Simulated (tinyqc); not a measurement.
Worked calculation: UHF in the sto-3g basis, for H4+, spin multiplicity 2. This run ends on a higher stationary point, not on the lowest solution. Computed by tinyqc, a small Python program that keeps every step (integrals from PySCF). Settings: charge = 1, multiplicity = 2, basis = sto-3g, energy threshold = 1e-10, iteration cap = 74, orthogonalisation = symmetric, start = random, DIIS depth = 6, DIIS from iteration = 3, method = UHF. Command: `OMP_NUM_THREADS=1 python tinyqc.py 22669 22670 out.jsonl` (the two numbers bound the seeds that draw the settings). One thread of a shared host (Intel(R) Xeon(R) Processor @ 2.60GHz), about 0.1 s of CPU time with the checks. Later iterations appear only in the table of the cycle.

## One-electron integrals

Geometry (angstrom):
```
atom         x         y         z
H     0.000000  0.000000  0.000000
H     0.000000  0.000000  1.480000
H     0.000000  2.156000  0.000000
H     0.000000  2.156000  1.480000
```

Basis sto-3g: exponents (1/bohr^2) and contraction coefficients of normalised primitives:
```
element  l (shell)  exponent  coefficient
H            s (1)  3.425251     0.154329
H            s (1)  0.623914     0.535328
H            s (1)  0.168855     0.444635
```

Overlap, kinetic and nuclear-attraction integrals over the contracted functions; the nuclear repulsion is the sum of Za Zb / Rab.

nuclear repulsion = 1.61070161 hartree

overlap S:
```
          1H 1s     2H 1s     3H 1s     4H 1s
1H 1s  1.000000  0.264223  0.091781  0.039775
2H 1s  0.264223  1.000000  0.039775  0.091781
3H 1s  0.091781  0.039775  1.000000  0.264223
4H 1s  0.039775  0.091781  0.264223  1.000000
```

kinetic energy T (hartree):
```
           1H 1s      2H 1s      3H 1s      4H 1s
1H 1s   0.760032   0.011400  -0.011294  -0.009881
2H 1s   0.011400   0.760032  -0.009881  -0.011294
3H 1s  -0.011294  -0.009881   0.760032   0.011400
4H 1s  -0.009881  -0.011294   0.011400   0.760032
```

nuclear attraction V (hartree):
```
           1H 1s      2H 1s      3H 1s      4H 1s
1H 1s  -2.030346  -0.467084  -0.148368  -0.065515
2H 1s  -0.467084  -2.030346  -0.065515  -0.148368
3H 1s  -0.148368  -0.065515  -2.030346  -0.467084
4H 1s  -0.065515  -0.148368  -0.467084  -2.030346
```

core Hamiltonian H = T + V (hartree):
```
           1H 1s      2H 1s      3H 1s      4H 1s
1H 1s  -1.270314  -0.455684  -0.159663  -0.075396
2H 1s  -0.455684  -1.270314  -0.075396  -0.159663
3H 1s  -0.159663  -0.075396  -1.270314  -0.455684
4H 1s  -0.075396  -0.159663  -0.455684  -1.270314
```

## Two-electron integrals

Functions are numbered as in S; the eight-fold symmetry (ij|kl) = (ji|kl) = (kl|ij) leaves the list below.

Two-electron integrals (ij|kl) in chemists' order, unique and non-zero (hartree):
```
(11|11) 0.774606   (21|11) 0.142484   (21|21) 0.039803   (22|11) 0.349988
(22|21) 0.142484   (22|22) 0.774606   (31|11) 0.041287   (31|21) 0.009029
(31|22) 0.026116   (31|31) 0.004241   (32|11) 0.014433   (32|21) 0.004228
(32|22) 0.015849   (32|31) 0.001571   (32|32) 0.000753   (33|11) 0.244985
(33|21) 0.060799   (33|22) 0.202295   (33|31) 0.041287   (33|32) 0.015849
(33|33) 0.774606   (41|11) 0.015849   (41|21) 0.004228   (41|22) 0.014433
(41|31) 0.001571   (41|32) 0.000739   (41|33) 0.014433   (41|41) 0.000753
(42|11) 0.026116   (42|21) 0.009029   (42|22) 0.041287   (42|31) 0.002671
(42|32) 0.001571   (42|33) 0.026116   (42|41) 0.001571   (42|42) 0.004241
(43|11) 0.060799   (43|21) 0.016701   (43|22) 0.060799   (43|31) 0.009029
(43|32) 0.004228   (43|33) 0.142484   (43|41) 0.004228   (43|42) 0.009029
(43|43) 0.039803   (44|11) 0.202295   (44|21) 0.060799   (44|22) 0.244985
(44|31) 0.026116   (44|32) 0.014433   (44|33) 0.349988   (44|41) 0.015849
(44|42) 0.041287   (44|43) 0.142484   (44|44) 0.774606
```

## Orthogonalisation

S = U s U^T; symmetric (Loewdin) form X = U s^(-1/2) U^T, so that X^T S X = 1.

eigenvalues of S: 0.683771  0.787782  1.132668  1.395779

X:
```
           1H 1s      2H 1s      3H 1s      4H 1s
1H 1s   1.030511  -0.137489  -0.043960  -0.002630
2H 1s  -0.137489   1.030511  -0.002630  -0.043960
3H 1s  -0.043960  -0.002630   1.030511  -0.137489
4H 1s  -0.002630  -0.043960  -0.137489   1.030511
```

## Starting guess

The start is random orthonormal orbitals; D(s) = C_occ C_occ^T for each spin.

D(alpha) at the start:
```
           1H 1s      2H 1s      3H 1s     4H 1s
1H 1s   0.277117   0.234141  -0.369694  0.132092
2H 1s   0.234141   0.211900  -0.275497  0.212800
3H 1s  -0.369694  -0.275497   0.589772  0.088888
4H 1s   0.132092   0.212800   0.088888  0.790714
```

D(beta) at the start:
```
           1H 1s      2H 1s      3H 1s      4H 1s
1H 1s   0.124813   0.074388  -0.247903  -0.163938
2H 1s   0.074388   0.044335  -0.147750  -0.097707
3H 1s  -0.247903  -0.147750   0.492381   0.325611
4H 1s  -0.163938  -0.097707   0.325611   0.215327
```

## Iteration 1: building the Fock matrix

J_ij = sum D_kl (ij|kl) with D = D(alpha) + D(beta), K_ij = sum D_kl (ik|jl) for each spin; F = H + J - K(s); E = tr D H + tr D J / 2 - 0.5 sum_s tr D(s) K(s) + E_nn.

Coulomb J (hartree):
```
          1H 1s     2H 1s     3H 1s     4H 1s
1H 1s  0.949755  0.246221  0.101242  0.045493
2H 1s  0.246221  0.905765  0.045383  0.100177
3H 1s  0.101242  0.045383  1.436961  0.367930
4H 1s  0.045493  0.100177  0.367930  1.421764
```

exchange K(alpha) (hartree):
```
           1H 1s      2H 1s      3H 1s     4H 1s
1H 1s   0.263674   0.155382  -0.049761  0.045663
2H 1s   0.155382   0.254067  -0.031017  0.090283
3H 1s  -0.049761  -0.031017   0.480639  0.224880
4H 1s   0.045663   0.090283   0.224880  0.676798
```

exchange K(beta) (hartree):
```
           1H 1s      2H 1s      3H 1s      4H 1s
1H 1s   0.093756   0.037753  -0.046963  -0.035331
2H 1s   0.037753   0.045008  -0.031017  -0.025399
3H 1s  -0.046963  -0.031017   0.454617   0.210711
4H 1s  -0.035331  -0.025399   0.210711   0.261667
```

F(alpha) (hartree):
```
           1H 1s      2H 1s      3H 1s      4H 1s
1H 1s  -0.584233  -0.364845  -0.008660  -0.075565
2H 1s  -0.364845  -0.618616   0.001004  -0.149768
3H 1s  -0.008660   0.001004  -0.313992  -0.312633
4H 1s  -0.075565  -0.149768  -0.312633  -0.525348
```

F(beta) (hartree):
```
           1H 1s      2H 1s      3H 1s      4H 1s
1H 1s  -0.414315  -0.247215  -0.011458   0.005428
2H 1s  -0.247215  -0.409557   0.001004  -0.034086
3H 1s  -0.011458   0.001004  -0.287970  -0.298464
4H 1s   0.005428  -0.034086  -0.298464  -0.110218
```

total energy of this density = -1.17566191 hartree

## Iteration 1: diagonalisation and new density

Diagonalise F' = X^T F X, C = X C', fill 2 alpha and 1 beta electrons from the bottom; D(s) = C_occ C_occ^T. Each column has its largest component positive (the first on a tie).

F' = X^T F X (alpha) (hartree):
```
           1          2          3          4
1  -0.528321  -0.221801   0.036528  -0.029981
2  -0.221801  -0.553045   0.048188  -0.099705
3   0.036528   0.048188  -0.256245  -0.217015
4  -0.029981  -0.099705  -0.217015  -0.462539
```

orbital energies (alpha) (hartree): MO1 -0.789682, MO2 -0.592707, MO3 -0.318423, MO4 -0.099339

coefficients C (alpha):
```
             MO1        MO2        MO3        MO4
1H 1s   0.559150  -0.273653   0.831560  -0.061379
2H 1s   0.637723  -0.093733  -0.782944   0.233063
3H 1s  -0.062681   0.469689   0.156033   0.913188
4H 1s   0.255216   0.744034   0.031026  -0.680523
```

F' = X^T F X (beta) (hartree):
```
           1          2          3          4
1  -0.377303  -0.151540   0.016062   0.033962
2  -0.151540  -0.369853   0.030870  -0.015918
3   0.016062   0.030870  -0.223105  -0.267196
4   0.033962  -0.015918  -0.267196  -0.035703
```

orbital energies (beta) (hartree): MO1 -0.535060, MO2 -0.403477, MO3 -0.224495, MO4 0.157068

coefficients C (beta):
```
             MO1       MO2        MO3        MO4
1H 1s   0.634781  0.088323  -0.814780   0.090445
2H 1s   0.597568  0.194199   0.820977  -0.118286
3H 1s  -0.247640  0.717860  -0.083236  -0.706554
4H 1s  -0.152605  0.461221   0.025033   0.919867
```

D(alpha) after iteration 1:
```
           1H 1s      2H 1s      3H 1s      4H 1s
1H 1s   0.387535   0.382233  -0.163580  -0.060903
2H 1s   0.382233   0.415476  -0.083998   0.093017
3H 1s  -0.163580  -0.083998   0.224537   0.333467
4H 1s  -0.060903   0.093017   0.333467   0.618722
```

D(beta) after iteration 1:
```
           1H 1s      2H 1s      3H 1s      4H 1s
1H 1s   0.402947   0.379325  -0.157197  -0.096871
2H 1s   0.379325   0.357088  -0.147982  -0.091192
3H 1s  -0.157197  -0.147982   0.061326   0.037791
4H 1s  -0.096871  -0.091192   0.037791   0.023288
```

## Iteration 2: building the Fock matrix

As before.

Coulomb J (hartree):
```
          1H 1s     2H 1s     3H 1s     4H 1s
1H 1s  1.306682  0.343092  0.097902  0.045976
2H 1s  0.343092  1.323856  0.045444  0.104047
3H 1s  0.097902  0.045444  0.956169  0.273175
4H 1s  0.045976  0.104047  0.273175  1.116629
```

exchange K(alpha) (hartree):
```
           1H 1s     2H 1s      3H 1s     4H 1s
1H 1s   0.411946  0.259817  -0.001749  0.025049
2H 1s   0.259817  0.452556   0.018309  0.073370
3H 1s  -0.001749  0.018309   0.280256  0.246646
4H 1s   0.025049  0.073370   0.246646  0.589335
```

exchange K(beta) (hartree):
```
           1H 1s      2H 1s      3H 1s      4H 1s
1H 1s   0.415336   0.243155  -0.025476  -0.014838
2H 1s   0.243155   0.385701  -0.024279  -0.013286
3H 1s  -0.025476  -0.024279   0.042177   0.016017
4H 1s  -0.014838  -0.013286   0.016017   0.019657
```

F(alpha) (hartree):
```
           1H 1s      2H 1s      3H 1s      4H 1s
1H 1s  -0.375578  -0.372408  -0.060012  -0.054469
2H 1s  -0.372408  -0.399013  -0.048261  -0.128986
3H 1s  -0.060012  -0.048261  -0.594401  -0.429155
4H 1s  -0.054469  -0.128986  -0.429155  -0.743020
```

F(beta) (hartree):
```
           1H 1s      2H 1s      3H 1s      4H 1s
1H 1s  -0.378968  -0.355746  -0.036284  -0.014582
2H 1s  -0.355746  -0.332158  -0.005672  -0.042330
3H 1s  -0.036284  -0.005672  -0.356323  -0.198526
4H 1s  -0.014582  -0.042330  -0.198526  -0.173342
```

total energy of this density = -1.41907481 hartree

## Iteration 2: diagonalisation and new density

As before.

F' = X^T F X (alpha) (hartree):
```
           1          2          3          4
1  -0.297058  -0.289773  -0.010885   0.000957
2  -0.289773  -0.315597   0.006324  -0.075105
3  -0.010885   0.006324  -0.519530  -0.271189
4   0.000957  -0.075105  -0.271189  -0.668184
```

orbital energies (alpha) (hartree): MO1 -0.883311, MO2 -0.592530, MO3 -0.315335, MO4 -0.009194

coefficients C (alpha):
```
            MO1        MO2        MO3        MO4
1H 1s  0.033209   0.616681   0.147091   0.824477
2H 1s  0.095031   0.635055  -0.020622  -0.818562
3H 1s  0.495469  -0.205699   0.881736  -0.132421
4H 1s  0.728417  -0.068849  -0.722587   0.159157
```

F' = X^T F X (beta) (hartree):
```
           1          2          3          4
1  -0.305386  -0.283553  -0.005256   0.017771
2  -0.283553  -0.255813   0.028238  -0.022066
3  -0.005256   0.028238  -0.323125  -0.139657
4   0.017771  -0.022066  -0.139657  -0.131468
```

orbital energies (beta) (hartree): MO1 -0.566323, MO2 -0.395906, MO3 -0.074561, MO4 0.020998

coefficients C (beta):
```
             MO1       MO2        MO3        MO4
1H 1s   0.666462  0.026221  -0.328666  -0.727953
2H 1s   0.596048  0.003593   0.313431   0.793266
3H 1s  -0.107289  0.842306  -0.525423   0.292807
4H 1s  -0.041452  0.355398   0.877238  -0.430375
```

D(alpha) after iteration 2:
```
           1H 1s      2H 1s      3H 1s      4H 1s
1H 1s   0.381398   0.394782  -0.110397  -0.018268
2H 1s   0.394782   0.412326  -0.083545   0.025499
3H 1s  -0.110397  -0.083545   0.287801   0.375070
4H 1s  -0.018268   0.025499   0.375070   0.535332
```

D(beta) after iteration 2:
```
           1H 1s      2H 1s      3H 1s      4H 1s
1H 1s   0.444171   0.397243  -0.071504  -0.027626
2H 1s   0.397243   0.355273  -0.063949  -0.024708
3H 1s  -0.071504  -0.063949   0.011511   0.004447
4H 1s  -0.027626  -0.024708   0.004447   0.001718
```

## Iteration 22 (converged): orbitals

converged F(alpha) (hartree):
```
           1H 1s      2H 1s      3H 1s      4H 1s
1H 1s  -0.535012  -0.415521  -0.096818  -0.058982
2H 1s  -0.415521  -0.535007  -0.058982  -0.096818
3H 1s  -0.096818  -0.058982  -0.535009  -0.415521
4H 1s  -0.058982  -0.096818  -0.415521  -0.535009
```

converged F(beta) (hartree):
```
           1H 1s      2H 1s      3H 1s      4H 1s
1H 1s  -0.321632  -0.288895  -0.152758  -0.111229
2H 1s  -0.288895  -0.321638  -0.111230  -0.152760
3H 1s  -0.152758  -0.111230  -0.321635  -0.288895
4H 1s  -0.111229  -0.152760  -0.288895  -0.321636
```

As before.

F' = X^T F X (alpha) (hartree):
```
           1          2          3          4
1  -0.453350  -0.293787  -0.042818  -0.002673
2  -0.293787  -0.453345  -0.002673  -0.042818
3  -0.042818  -0.002673  -0.453348  -0.293787
4  -0.002673  -0.042818  -0.293787  -0.453347
```

orbital energies (alpha) (hartree): MO1 -0.792625, MO2 -0.701644, MO3 -0.199705, MO4 -0.119415

coefficients C (alpha):
```
            MO1        MO2        MO3        MO4
1H 1s  0.423219   0.469809  -0.563334   0.604662
2H 1s  0.423214   0.469803   0.563338  -0.604666
3H 1s  0.423216  -0.469807  -0.563334  -0.604665
4H 1s  0.423215  -0.469806   0.563334   0.604666
```

F' = X^T F X (beta) (hartree):
```
           1          2          3          4
1  -0.253477  -0.212768  -0.106931  -0.053365
2  -0.212768  -0.253483  -0.053366  -0.106932
3  -0.106931  -0.053366  -0.253480  -0.212769
4  -0.053365  -0.106932  -0.212769  -0.253480
```

orbital energies (beta) (hartree): MO1 -0.626545, MO2 -0.305952, MO3 -0.094277, MO4 0.012854

coefficients C (beta):
```
            MO1        MO2        MO3        MO4
1H 1s  0.423212   0.469801   0.563339   0.604667
2H 1s  0.423219   0.469811  -0.563331  -0.604662
3H 1s  0.423215  -0.469806   0.563334  -0.604666
4H 1s  0.423217  -0.469806  -0.563336   0.604664
```

D(alpha) after iteration 22:
```
           1H 1s      2H 1s      3H 1s      4H 1s
1H 1s   0.399834   0.399829  -0.041607  -0.041607
2H 1s   0.399829   0.399824  -0.041606  -0.041606
3H 1s  -0.041607  -0.041606   0.399830   0.399829
4H 1s  -0.041607  -0.041606   0.399829   0.399829
```

D(beta) after iteration 22:
```
          1H 1s     2H 1s     3H 1s     4H 1s
1H 1s  0.179108  0.179111  0.179110  0.179110
2H 1s  0.179111  0.179114  0.179113  0.179113
3H 1s  0.179110  0.179113  0.179111  0.179112
4H 1s  0.179110  0.179113  0.179112  0.179112
```

## Convergence

Stop when the energy changes by less than 1e-10 hartree and every element of the error matrix X^T (F D S - S D F) X (for each spin) is below 3e-06.

Course of the cycle:
```
iteration  E (hartree)     change  largest element of the error matrix
1          -1.17566191          -                             1.78e-01
2          -1.41907481  -2.43e-01                             5.02e-02
3          -1.45258588  -3.35e-02                             3.22e-02
4          -1.47691363  -2.43e-02                             2.61e-02
5          -1.50100778  -2.41e-02                             1.76e-02
6          -1.51133175  -1.03e-02                             1.13e-02
7          -1.51483737  -3.51e-03                             6.29e-03
8          -1.51561691  -7.80e-04                             1.22e-02
9          -1.51488968   7.27e-04                             1.17e-02
10         -1.51306471   1.82e-03                             2.40e-03
11         -1.51309861  -3.39e-05                             1.73e-03
12         -1.51311886  -2.03e-05                             2.35e-03
13         -1.51307166   4.72e-05                             1.95e-03
14         -1.51301417   5.75e-05                             1.41e-03
15         -1.51295634   5.78e-05                             1.37e-03
16         -1.51286788   8.85e-05                             6.63e-04
17         -1.51285348   1.44e-05                             3.22e-04
18         -1.51285074   2.74e-06                             6.46e-05
19         -1.51285054   1.93e-07                             1.72e-05
20         -1.51285051   3.11e-08                             5.57e-06
21         -1.51285051   1.07e-09                             4.88e-07
22         -1.51285051   1.68e-12                             2.49e-07
```

PySCF UHF in the same basis, after a stability check = -1.52702642 hartree

Converged in 22 iterations. But the solution lies 0.01418 hartree above the reference: it is another stationary point, not the lowest one. Reruns (cap 100 unless said): DIIS 8: converged in 19 to a higher stationary point; damping 0.5: not converged; level shift 0.5: not converged; atomic densities as start, DIIS 8: converged in 3 to a higher stationary point.

## Populations, bond orders and dipole

Mulliken: Z minus the diagonal of D S on the atom; Loewdin: the same with S^(1/2) D S^(1/2); Mayer order: 2 sum_s sum (D(s) S)_ij (D(s) S)_ji over the two atoms.

Charges (e):
```
atom  Mulliken   Loewdin  Mulliken spin
1H    0.249998  0.249999       0.250008
2H    0.250002  0.250002       0.249992
3H    0.250000  0.250000       0.250001
4H    0.250000  0.250000       0.249998
```

Mayer bond orders:
```
pair     order
2-1   0.625000
3-1   0.124998
3-2   0.125001
4-1   0.124999
4-2   0.125002
4-3   0.625000
```

dipole moment about the origin, x y z (debye): 0.000000  5.177852  3.554381

<S^2> of the determinant (pure state: 0.75) = 0.750000
